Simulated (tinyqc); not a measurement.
Admittance spectroscopy and thermally stimulated current of one trap level in a depletion layer: one step, computed by the program tinyqc. Command: `OMP_NUM_THREADS=1 python tinyqc.py 3114359 3114360 out.jsonl admit walk`. One thread of a shared host (Intel(R) Xeon(R) Processor @ 2.30GHz), about 0.01 s of CPU time with the checks.

A Schottky junction on n-type material holds one donor-like electron trap; shallow donors are fully ionised and abrupt depletion edges are assumed.

Task: The capacitance step. With E_c - E_F = k_B T_p ln(N_c/N): lambda = sqrt(2 eps eps_0 (E_t - (E_c - E_F))/(e^2 N)); traps are empty and charged for x < x_t = w - lambda, and V_b = e (N w^2 + N_t x_t^2)/(2 eps eps_0). High frequency: C_hf = eps eps_0/w. Low frequency: C_lf = eps eps_0 (N + N_t)/(N w + N_t x_t).

Inputs (values chosen for the exercise, modelled on n-type 4H-SiC): dielectric constant eps = 9.8; shallow doping N = 5.4e+15 1/cm^3; trap density N_t = 2.9e+14 1/cm^3; trap depth E_t below the band = 0.33 eV; band bending V_b = 1.3 V.

E_c - E_F = k_B T_p ln(N_c/N) = 0.1531082 eV

Constants: eps_0 = 8.8541878128e-12 F/m; e = 1.602176634e-19 C.

Give: lambda; depletion width w; crossing point x_t; C_hf; C_lf; step (C_lf - C_hf)/C_hf; small-N_t estimate (N_t/N)(lambda/w).

Result:

lambda = 188.4 nm

depletion width w = 505.3 nm

crossing point x_t = 317.0 nm

C_hf = 17.17 nF/cm^2

C_lf = 17.50 nF/cm^2

step (C_lf - C_hf)/C_hf = 0.01937

small-N_t estimate (N_t/N)(lambda/w) = 0.02002

Reading N_t/N straight from the step would give 0.0194 against the true 0.0537: the factor lambda/w must be known.
